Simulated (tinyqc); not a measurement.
Inside a calculation. Model: hot electrons in a saturated n-channel MOSFET, lucky-electron model.

Numbers from tinyqc (`OMP_NUM_THREADS=1 python tinyqc.py 2550157 2550158 out.jsonl`; about 0.01 s on one thread of a shared Intel Xeon 2.30GHz). Printed values are rounded.

Beyond pinch-off the lateral field grows as Esat cosh(y/l) over the velocity-saturated region (pseudo-two-dimensional model). Impact ionisation in this region gives the substrate current, which biases the body forward through Rsub. Currents are per width. Local-field laws: they overstate ionisation when the field peak is narrower than an energy relaxation length.

Values chosen for this exercise; values close to those of silicon n-channel devices:

| symbol | value | unit | meaning |
|---|---|---|---|
| L | 0.5 | um | channel length |
| tox | 11 | nm | oxide thickness |
| xj | 200 | nm | junction depth |
| VT | 0.71 | V | threshold |
| mu | 280 | cm^2/(V s) | effective mobility |
| vs | 7.8e6 | cm/s | saturation velocity |
| Ai | 2e6 | 1/cm | ionisation prefactor |
| Bi | 1.8 | MV/cm | ionisation field |
| Rd | 0 | ohm um | resistance of the lightly doped drain |
| Rsub | 2100 | ohm um | substrate resistance |
| kb | 0.41 |  | fall of VT per volt of forward body bias |
| lm | 7.1 | nm | hot-electron mean free path |
| pb | 3.2 | V | oxide barrier |
| Cg | 0.0018 |  | prefactor of the gate current |
| m | 2.8 |  | lifetime exponent |
| Hl | 11000 | s uA/um | lifetime constant |
| Vd | 3.4 | V | drain voltage |
| Vg | 2.1 | V | gate voltage |

Constants: eps0 = 8.8541878128e-14 F/cm where lengths are in cm. Results are converted to the units shown.

## Length and field scales

Cox = 3.9 eps0/tox, l = sqrt(3 tox xj), Esat = 2 vs/mu.

Cox = 0.313921 uF/cm^2
l = 81.2404 nm
Esat = 0.0557143 MV/cm
Esat L = 2.78571 V

## Iteration 1: body bias from the substrate current

Vb at the start = 0 V

Cox = 3.9 eps0/tox. Overdrive g = Vg - VT + kb Vb; Vdsat = g Esat L/(g + Esat L); Id = Cox vs (g - Vdsat); dV = Vd - Id Rd - Vdsat; Em = sqrt((dV/l)^2 + Esat^2); Isub = Id (Ai/Bi) l Em exp(-Bi/Em). Vb(new) = Rsub Isub.

Vdsat = 0.927301 V
Id = 113.296 uA/um
dV = 2.47270 V
Em = 0.309425 MV/cm
Isub = 0.941689 uA/um
Vb after iteration 1 = 0.00197755 V

## Iteration 2: body bias from the substrate current

As before.

Vdsat = 0.927661 V
Id = 113.406 uA/um
dV = 2.47234 V
Em = 0.309382 MV/cm
Isub = 0.941698 uA/um
Vb after iteration 2 = 0.00197756 V

## Course of the iteration: body bias from the substrate current

Stop when Vb changes by less than 1e-9 V, or after 60 iterations.

Course of the iteration:
```
iteration      Vb (V)  |change| (V)
1          0.00197755       1.98e-3
2          0.00197756       1.90e-8
3          0.00197756      1.77e-13
```

Converged in 3 iterations. The change falls from 0.0020 in the first iteration to below the tolerance in the last.

## Gate current, lifetime and channel shortening

Id = 113.406 uA/um
dV = 2.47234 V
Em = 0.309382 MV/cm
Isub = 0.941698 uA/um

Ig = Cg Id exp(-pb/(lm Em)); lifetime tau = (Hl/Id)(Isub/Id)^(-m); length of the saturated region dL = l ln[(dV/l + Em)/Esat]. 1 year = 3.15576e7 s.

Isub/Id = 0.00830377
Ig = 0.0961946 pA/um
tau = 2.05912 years
dL = 194.918 nm

The lifetime misses ten years. Integrating Ai exp(-Bi/E) over the cosh profile gives Isub/Id = 0.00738, so the closed form is 13 % above it.
